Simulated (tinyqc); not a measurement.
Ballistic transport through the one-dimensional subbands of a rectangular nanowire or nanosheet channel: one step, computed by the program tinyqc.

Hard walls, parabolic subbands, transport along x. Energies are counted from the bulk conduction band edge at the top of the barrier, which the gate pulls down by U; the source Fermi level lies at the bulk edge when U = 0.

Problem. Subbands. E_pq = (hbar^2 pi^2/2)(p^2/(m_y b^2) + q^2/(m_z a^2)); m_x = m_y = m_z = m, degeneracy g = 1; the 10 lowest subbands are kept.

Inputs (values chosen for the exercise, modelled on GaAs): mass m = 0.068 m_0; height a = 6.6 nm; width b = 7.6 nm.

Valleys: single isotropic valley.

Constants: hbar^2/(2 m_0) = 3.80998212 eV angstrom^2; k_B = 8.617333262e-05 eV/K.

Give: Subbands.

Solution.

Subbands:
```
valley axis  p  q  E (meV)  m_x (m_0)
-            1  1      223      0.068
-            2  1      510      0.068
-            1  2      604      0.068
-            2  2      891      0.068
-            3  1      989      0.068
-            1  3     1238      0.068
-            3  2     1369      0.068
-            2  3     1525      0.068
-            4  1     1659      0.068
-            3  3     2004      0.068
```

Caution: confinement energies this large call for non-parabolicity and barrier penetration, which lower the subbands and raise the mass.
